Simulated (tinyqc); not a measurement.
What moves the results: Wannier function of the lower band of a two-orbital chain. A value that a table varies takes the place of the one given here.

H(k) = [[-d/2 - 2 ta cos k, -t1 - t2 exp(-ik)], [-t1 - t2 exp(ik), d/2 - 2 tb cos k]], k in 1/a, Bloch sums with exp(ikR) and without the positions inside the cell. Mesh k_j = 2 pi j/N. Projection gauge: each lower eigenvector u is multiplied by the phase that makes <trial|u> real and positive (the one-band case of Loewdin orthogonalisation). Wannier amplitudes w(R) = (1/N) sum_k exp(ikR) u(k); hoppings H(R) = (1/N) sum_k exp(-ikR) E(k).

Parameters, chosen for this exercise: d = 1.15 eV (A at -d/2, B at +d/2); t1 = 0.92 eV (A-B in the cell); t2 = 1.38 eV (B to A of the next cell); ta = -0.03 eV (A-A between cells); tb = -0.07 eV (B-B between cells); xb = 0.45 a (position of B (A at 0)); th = 45 degrees (trial orbital cos(th) A + sin(th) B in cell 0).

## Convergence with the mesh

Centre and Omega_I from overlaps M_j = u_j^+ diag(1, exp(-i b xb)) u_(j+1), b = 2 pi/N: centre -(1/2 pi) sum arg M, Omega_I = (1/(N b^2)) sum (1 - |M|^2). Largest error of the Fourier interpolation on 41 points from 0 to pi.

Mesh:

| N | centre (a) | Omega_I (a^2) | H(1) (eV) | largest error (meV) |
|---|---|---|---|---|
| 3 | -0.09779 | 0.06543 | -0.29773 | 284.324 |
| 4 | -0.11016 | 0.07252 | -0.36881 | 62.910 |
| 6 | -0.11464 | 0.08748 | -0.35485 | 19.832 |
| 8 | -0.11638 | 0.09575 | -0.35315 | 7.513 |
| 12 | -0.11768 | 0.10315 | -0.35281 | 1.478 |
| 16 | -0.11814 | 0.10602 | -0.35279 | 0.284 |
| 24 | -0.11847 | 0.10815 | -0.35279 | 0.014 |

The interpolation error falls exponentially, from 62.9 meV at N = 4 to 1.478 at N = 12, because the hoppings decay exponentially for an isolated band (smallest gap 1.41 eV). Omega_I carries a finite-difference error and converges as a power: against the value 0.10995 on 400 points it is off by -0.00680 at N = 12 and -0.00180 at N = 24, an exponent of 1.92, near the limit 2.

## Choice of the trial orbital

N = 16. Centre, Omega_I and Omega_D from overlaps (b = 2 pi/N, M_j = u_j^+ diag(1, exp(-i b xb)) u_(j+1); Omega_D = (1/(N b^2)) sum (arg M_j + b centre)^2).

Trial angle:

| th (deg) | smallest projection | centre (a) | Omega_I (a^2) | Omega_D (a^2) |
|---|---|---|---|---|
| 0 | 0.793 | -0.1181 | 0.10602 | 0.00562 |
| 15 | 0.816 | -0.1181 | 0.10602 | 0.04071 |
| 30 | 0.638 | -0.1181 | 0.10602 | 0.12058 |
| 45 | 0.417 | -0.1181 | 0.10602 | 0.30440 |
| 60 | 0.168 | -0.1181 | 0.10602 | 0.83575 |
| 75 | 0.093 | 0.8819 | 0.10602 | 1.21017 |
| 90 | 0.348 | 0.8819 | 0.10602 | 0.29114 |

Omega_I is the same for all. Omega_D is smallest at 0 degrees (0.00562) and largest at 75 (1.21017). The centre jumps by a whole period for some trials: there the phase winds once across the zone, which centres the function in another cell.

## Centre against ionicity

N = 24, d varied. Overlaps M_j = u_j^+ diag(1, exp(-i b xb)) u_(j+1), b = 2 pi/N; centre -(1/2 pi) sum arg M_j folded into [0, 1); Omega_I = (1/(N b^2)) sum (1 - |M_j|^2); charge moved is -2 times the shift of the centre from its value at d = 0 (a doubly filled band); weight on A averaged over the mesh.

Against d:

| d (eV) | centre (a) | charge moved (e) | weight on A | Omega_I (a^2) |
|---|---|---|---|---|
| -6.0 | 0.4650 | 0.4949 | 0.059 | 0.0163 |
| -3.0 | 0.4917 | 0.4415 | 0.146 | 0.0429 |
| -1.5 | 0.5383 | 0.3483 | 0.258 | 0.0846 |
| -0.5 | 0.6275 | 0.1700 | 0.396 | 0.1450 |
| 0.0 | 0.7125 | 0.0000 | 0.494 | 0.1690 |
| 0.5 | 0.8038 | -0.1827 | 0.595 | 0.1533 |
| 1.5 | 0.9064 | -0.3878 | 0.741 | 0.0886 |
| 3.0 | 0.9574 | -0.4897 | 0.855 | 0.0433 |
| 6.0 | 0.9849 | -0.5448 | 0.942 | 0.0162 |

For large positive d the function sits on A (centre 0.985) and for large negative d on B at 0.45 (centre 0.465); at d = 0 it lies at 0.712, on the bond between cells, the stronger one. Among these rows the spread is largest at d = 0 eV.

## What each parameter does

N = 24: centre (folded into [0, 1)) and Omega_I from overlaps M_j = u_j^+ diag(1, exp(-i b xb)) u_(j+1), b = 2 pi/N: centre = -(1/2 pi) Im ln prod M_j, Omega_I = mean(1 - |M_j|^2)/b^2; and the first two hoppings H(R). Each row changes one parameter from the base and keeps the others.

Results:

| case | centre (a) | Omega_I (a^2) | H(1) (eV) | H(2) (eV) |
|---|---|---|---|---|
| base | 0.8815 | 0.1082 | -0.3528 | 0.0523 |
| d = 1.45 eV | 0.9034 | 0.0911 | -0.3372 | 0.0460 |
| t1 = 1.07 eV | 0.9078 | 0.1245 | -0.4039 | 0.0651 |
| t2 = 1.28 eV | 0.8997 | 0.1097 | -0.3432 | 0.0525 |
| ta = 0.07 eV | 0.8685 | 0.1177 | -0.4245 | 0.0576 |
| xb = 0.5 a | 0.8965 | 0.0999 | -0.3528 | 0.0523 |
| th = 55 degrees | 0.8815 | 0.1082 | -0.3528 | 0.0523 |

The largest shifts from the base row, up to three for each result and ties (the steps differ in size, so this ranks the rows, not the parameters). centre (a): t1 +0.0262, d +0.0218, t2 +0.0181; unchanged at the printed digits by th. Omega_I (a^2): d -0.0170, t1 +0.0164, ta +0.0096; unchanged at the printed digits by th. H(1) (eV): ta -0.0717, t1 -0.0511, d +0.0156; unchanged at the printed digits by xb and th. H(2) (eV): t1 +0.0128, d -0.0064, ta +0.0052; unchanged at the printed digits by xb and th. The trial angle is a choice of gauge and moves none of these; xb enters the position operator alone, so it leaves the hoppings.

Run: tinyqc, `OMP_NUM_THREADS=1 python tinyqc.py 1452009 1452010 out.jsonl`; Intel(R) Xeon(R) Processor @ 2.30GHz, one thread, shared host; about 0.1 s of CPU time with all checks.
